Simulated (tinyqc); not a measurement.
Miniband width against barrier thickness: short-period [001] superlattice in sp3s* tight binding.

Planes alternate anion, cation along [001], a/4 apart; at zero in-plane momentum s, pz, s* form one block. All levels of A are shifted so that its Ev (lower root of [[Epa, Vxx], [Vxx, Epc]]) is 0, and those of B so that its Ev is -dEv. A monolayer is an anion plane and the cation plane above it; an anion between unlike cations takes the mean of the two anion levels; each bond takes the couplings of its cation. Block from an anion to the cation above: U with Vss/2 (s,s), Vsapc/2 (s,z), -Vscpa/2 (z,s), Vxx/2 (z,z), Vxapc/2 (s*,z), -Vpaxc/2 (z,s*); to the cation below: the same with the s-z and s*-z signs reversed. The cell of n + m monolayers is closed with the phase exp(2 pi i q). No spin-orbit coupling. In this block 2 (n + m) levels are filled.

For the two lowest empty levels at q = 0: energy, share of the cation weight on A, and Gamma character, the share of the cation amplitudes with Fourier index |j|/(n + m) < 1/4 along the stack (near 1: Gamma-like, near 0: folded from X).

Parameters, chosen for this exercise (A near a published set for GaAs, B for AlAs; the results hold for these values, not for the real material): pA = (-8.341, 1.039, -2.664, 3.665, 8.573, 6.756, -6.456, 1.956, 5.082, 4.491, 5.776, 4.828, 4.803) eV (order Esa, Epa, Esc, Epc, Exa, Exc, Vss, Vxx, Vxy, Vsapc, Vscpa, Vxapc, Vpaxc); pB = (-7.536, 0.98, -1.162, 3.586, 7.489, 6.725, -6.656, 1.875, 4.285, 5.115, 5.484, 4.513, 4.982) eV (the same for B); dEv = 0.46 eV (valence offset: Ev(B) lies this far below Ev(A)); nw = 18 (monolayers of A); a = 5.649 angstrom (lattice constant, taken common; strain is left out).

nw monolayers of A and m of B; lowest empty level at q = 0 and q = 1/2. The decay constant is ln(width(4)/width(6)) over two monolayers, each a/2 thick.

Lowest miniband:

| m | E(q = 0) (eV) | E(q = 1/2) (eV) | width (meV) | Gamma character |
|---|---|---|---|---|
| 1 | 1.5863 | 1.6507 | 64.376 | 0.99 |
| 2 | 1.6042 | 1.6414 | 37.203 | 1.00 |
| 3 | 1.6132 | 1.6350 | 21.801 | 1.00 |
| 4 | 1.6182 | 1.6311 | 12.915 | 1.00 |
| 5 | 1.6210 | 1.6286 | 7.551 | 1.00 |
| 6 | 1.6226 | 1.6271 | 4.475 | 1.00 |
| 8 | 1.6241 | 1.6256 | 1.549 | 1.00 |

decay constant = 0.1876 1/angstrom

What does the comparison show, and why?

The width falls from 64.4 to 1.55 meV, as exp(-kappa d) with kappa = 0.188 1/angstrom, which stands for the decay constant of the barrier at this energy: each monolayer costs a factor 1.70. The level at q = 0 rises by 38 meV towards that of a single well.

Program tinyqc; command `OMP_NUM_THREADS=1 python tinyqc.py 1451467 1451468 out.jsonl`; about 0.5 s on one thread of a shared Intel(R) Xeon(R) Processor @ 2.30GHz.
